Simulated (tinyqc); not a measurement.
# MOSFET in saturation, small-signal circuit and noise: several studies

Bias by the inversion coefficient IC = I/Ispec (charge-based model with velocity saturation; weak inversion below 0.1, strong above 10). Common-source circuit: gm, gds, Cgs, Cgd and Cj at the inner nodes, Rg in series with the gate; quasi-static, no source or drain resistance, no gate-body capacitance, no substrate network, no induced gate noise, so fmax is an upper estimate.

Values chosen for this exercise: temperature T = 350 K; gate length L = 65 nm; total gate width W = 10 um; gate capacitance Cox = 1.25 uF/cm^2; mobility mu = 190 cm^2/(V s); slope factor n = 1.38; velocity-saturation length Ls = 10 nm; ratio gds/gm sg = 0.052; overlap and fringe capacitance per side Cov = 0.41 fF/um; drain junction capacitance Cj = 0.89 fF/um; sheet resistance of the gate Rsh = 20 ohm; finger width Wf = 0.5 um; gate contact and vertical resistance Rc = 300 ohm um; inversion coefficient IC = 0.62; short-channel excess of the noise factor gw = 0.13; oxide trap density Nt = 2.6e17 cm^-3 eV^-1; tunnelling length into the oxide lt = 0.1 nm; Coulomb scattering coefficient ac = 0 V s/C.

Constants: q = 1.602176634e-19 C, kB = 1.380649e-23 J/K, Vt = kB T/q. Results are converted to the units shown.

Each table varies one quantity; the others keep the values above.

## Effect of the inversion coefficient on speed and noise

Ispec = 2 n mu Cox (W/L) Vt^2, lc = Ls/L, gms = [sqrt((lc IC + 1)^2 + 4 IC) - 1]/[2 + lc (lc IC + 1)], gm = gms Ispec/(n Vt), gds = sg gm. qs = [sqrt(1 + 4 IC) - 1]/2, Cgs = Cox W L qs (2 qs + 3)/(3 (qs + 1)^2) + Cov W, Cgd = Cov W, Cd = Cj W, Rg = Rsh (Wf/L)/(12 Nf) + Rc/W with Nf = W/Wf fingers (not rounded) contacted at both ends. fT = gm/(2 pi (Cgs + Cgd)), fmax = fT/(2 sqrt(Rg (gds + 2 pi fT Cgd))). Channel noise Sid = 4 kB T gam n gm with gam = (1/2 + (2/3) qs)/(1 + qs) + gw lc IC, qs = [sqrt(1 + 4 IC) - 1]/2, lc = Ls/L (the last term an empirical rise with velocity saturation); at the gate, white noise Sw = Sid/gm^2 + 4 kB T Rg. Number fluctuation with correlated mobility: S(f) = K/f, K = q^2 Vt lt Nt/(W L Cox^2) (1 + ac mu Cox I/gm)^2, Vt in eV with Nt per eV. Corner fc = K/Sw. IC is held fixed.

The same in every row: Rg (ohm) = 30.641.

Results:
```
IC    I (uA)  fT (GHz)  fmax (GHz)  sqrt(Sw) (nV/Hz^0.5)  fc (MHz)
0.03  2.7521    1.2105      18.611                14.521   0.93993
0.1   9.1736    3.6023      32.025                8.3189    2.8640
0.3   27.521    8.6332      49.349                5.2866    7.0916
1     91.736    19.331      73.337                3.5132    16.058
10    917.36    67.255      135.46                2.1634    42.349
30    2752.1    105.83      169.54                2.0950    45.159
```

Estimate the missing row, IC = 3.

Computed row:
```
IC  I (uA)  fT (GHz)  fmax (GHz)  sqrt(Sw) (nV/Hz^0.5)  fc (MHz)
3   275.21    36.474      100.17                2.6412    28.412
```

With this row back in the table: As IC goes from 0.03 to 30, fT rises from 1.21 to 106 GHz, fmax rises from 18.6 to 170 GHz, the white noise falls from 14.5 to 2.09 nV/Hz^0.5 and the corner rises from 0.940 to 45.2 MHz. For IC = 0.03 to 0.3 fmax exceeds 4 fT, where channel resistance and substrate losses, left out here, would cap it.

## Effect of the gate length on speed and noise

Same model as above.

Corner fc = K/Sw. IC is held fixed, and so is sg.

Effect of the gate length on speed and noise:
```
L (nm)  I (uA)  Rg (ohm)  fT (GHz)  fmax (GHz)  sqrt(Sw) (nV/Hz^0.5)  fc (MHz)
20      184.85    32.083    50.703      117.41                2.4879    104.07
32      115.53    31.302    31.561      93.562                2.9902    45.026
50      73.939    30.833    19.358      73.576                3.6259    19.598
79      46.797    30.527    11.280      56.134                4.4694    8.1637
130     28.438    30.321    5.9577      40.545                5.6591    3.0944
200     18.485    30.208    3.2706      29.713                6.9704    1.3258
320     11.553    30.130    1.6112      20.442                8.7744   0.52291
500     7.3939    30.083   0.78194      13.827                10.936   0.21542
```

Read the table: what changes, and by how much?

As L goes from 20 to 500 nm, fT falls from 50.7 to 0.782 GHz, fmax falls from 117 to 13.8 GHz, the white noise rises from 2.49 to 10.9 nV/Hz^0.5 and the corner falls from 104 to 0.215 MHz. fT goes as L^(-1.01) between the first two rows and L^(-1.62) between the last two; with no overlap and no velocity saturation it would go as 1/L^2. For L = 79 to 500 nm fmax exceeds 4 fT, where channel resistance and substrate losses, left out here, would cap it.

## From weak to strong inversion

Same model as above.

The last column is the figure of merit (gm/I) fT.

Result of one run:
```
IC     I (uA)  gm/I (1/V)  fT (GHz)  fmax (GHz)  (gm/I) fT (THz/V)
0.01  0.91736      23.771   0.41919      10.961          0.0099648
```

What becomes of these results when the inversion coefficient IC is changed from 0.01 to 10, all else the same?

Result of the changed run:
```
IC  I (uA)  gm/I (1/V)  fT (GHz)  fmax (GHz)  (gm/I) fT (THz/V)
10  917.36      5.8443    67.255      135.46            0.39306
```

The whole series:
```
IC     I (uA)  gm/I (1/V)  fT (GHz)  fmax (GHz)  (gm/I) fT (THz/V)
0.01  0.91736      23.771   0.41919      10.961          0.0099648
0.03   2.7521      23.292    1.2105      18.611           0.028196
0.1    9.1736      21.867    3.6023      32.025           0.078772
0.3    27.521      19.077    8.6332      49.349            0.16469
1      91.736      14.443    19.331      73.337            0.27919
3      275.21      9.9343    36.474      100.17            0.36234
10     917.36      5.8443    67.255      135.46            0.39306
30     2752.1      3.1627    105.83      169.54            0.33470
100    9173.6      1.3209    144.63      197.94            0.19105
```

The efficiency gm/I falls from 23.8 to 1.32 1/V while fT rises from 0.419 to 145 GHz; fT goes as IC^(0.97) at the start and IC^(0.26) at the end (1/2 for a long channel, 0 at full velocity saturation, which sets in near IC = 1/lc^2 = 42.2). Their product goes from 0.00996 through a maximum of 0.393 (at IC = 10 among the rows listed) to 0.191 THz/V. For IC = 0.01 to 0.3 fmax exceeds 4 fT, where channel resistance and substrate losses, left out here, would cap it.

## Effect of the overlap and fringe capacitance per side on speed and noise

Same model as above.

Corner fc = K/Sw. IC is held fixed.

The same in every row: I (uA) = 56.877; Rg (ohm) = 30.641; sqrt(Sw) (nV/Hz^0.5) = 4.0835; fc (MHz) = 11.886.

Results:
```
Cov (fF/um)  fT (GHz)  fmax (GHz)
0.05           46.320      300.35
0.15           28.528      144.64
0.35           16.134      72.565
0.45           13.255      58.192
0.55           11.248      48.588
0.65           9.7683      41.711
```

Estimate the missing row, Cov = 0.25 fF/um.

Computed row:
```
Cov (fF/um)  fT (GHz)  fmax (GHz)
0.25           20.611      96.490
```

With this row back in the table: As Cov goes from 0.05 to 0.65 fF/um, fT falls from 46.3 to 9.77 GHz, fmax falls from 300 to 41.7 GHz, the white noise stays at 4.08 nV/Hz^0.5 and the corner stays at 11.9 MHz. In every row fmax exceeds 4 fT, where channel resistance and substrate losses, left out here, would cap it.

tinyqc, about 0.01 s, one thread, Intel Xeon 2.30GHz (shared host): `OMP_NUM_THREADS=1 python tinyqc.py 2150143 2150144 out.jsonl`
